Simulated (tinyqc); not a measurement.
Hueckel theory of the pi electrons, for the molecule BC=C(O)C=C[CH2+] (SMILES; centres numbered as the heavy atoms are written), step by step. One step of it, computed by the program tinyqc.

Problem. Orbitals. Diagonalise; E = alpha + x beta with beta < 0, so the largest x are filled first; degenerate levels share their electrons. P = sum n_i c_ri c_si; each orbital has its largest coefficient positive (the first on a tie).

Hueckel matrix in units of beta (H = alpha + beta A):
```
,1B,2C,3C,4O,5C,6C,7C
1B,-0.920000,0.720000,0.000000,0.000000,0.000000,0.000000,0.000000
2C,0.720000,0.000000,1.000000,0.000000,0.000000,0.000000,0.000000
3C,0.000000,1.000000,0.000000,0.730000,1.000000,0.000000,0.000000
4O,0.000000,0.000000,0.730000,2.070000,0.000000,0.000000,0.000000
5C,0.000000,0.000000,1.000000,0.000000,0.000000,1.000000,0.000000
6C,0.000000,0.000000,0.000000,0.000000,1.000000,0.000000,1.000000
7C,0.000000,0.000000,0.000000,0.000000,0.000000,1.000000,0.000000
```

pi electrons, sum of z_r less the charge = 6

Give: x values; occupations; coefficients; charge and bond-order matrix P.

Solution.

x values: 2.4312  1.5777  0.9772  0.1467  -0.7777  -1.3607  -1.8443

occupations: 2.0000  2.0000  2.0000  0.0000  0.0000  0.0000  0.0000

coefficients:
```
,MO1,MO2,MO3,MO4,MO5,MO6,MO7
1B,0.0398,0.0576,0.2272,0.3258,0.5779,0.6317,0.3229
2C,0.1851,0.1997,0.5987,0.4827,0.1142,-0.3867,-0.4146
3C,0.4214,0.2736,0.4214,-0.1638,-0.5049,0.0713,0.5321
4O,0.8518,-0.4056,-0.2815,0.0622,0.1294,-0.0152,-0.0992
5C,0.2177,0.5280,0.0186,-0.5521,0.1839,0.3007,-0.4943
6C,0.1078,0.5594,-0.4032,0.0828,0.3619,-0.4805,0.3796
7C,0.0443,0.3546,-0.4126,0.5643,-0.4653,0.3531,-0.2058
```

charge and bond-order matrix P:
```
,1B,2C,3C,4O,5C,6C,7C
1B,0.1130,0.3097,0.2565,-0.1068,0.0866,-0.1102,-0.1431
2C,0.3097,0.8650,0.7698,-0.1836,0.3137,-0.2195,-0.3360
3C,0.2565,0.7698,0.8601,0.2588,0.4880,0.0571,-0.1164
4O,-0.1068,-0.1836,0.2588,1.9386,-0.0679,-0.0432,0.0202
5C,0.0866,0.3137,0.4880,-0.0679,0.6530,0.6227,0.3784
6C,-0.1102,-0.2195,0.0571,-0.0432,0.6227,0.9743,0.7391
7C,-0.1431,-0.3360,-0.1164,0.0202,0.3784,0.7391,0.5959
```
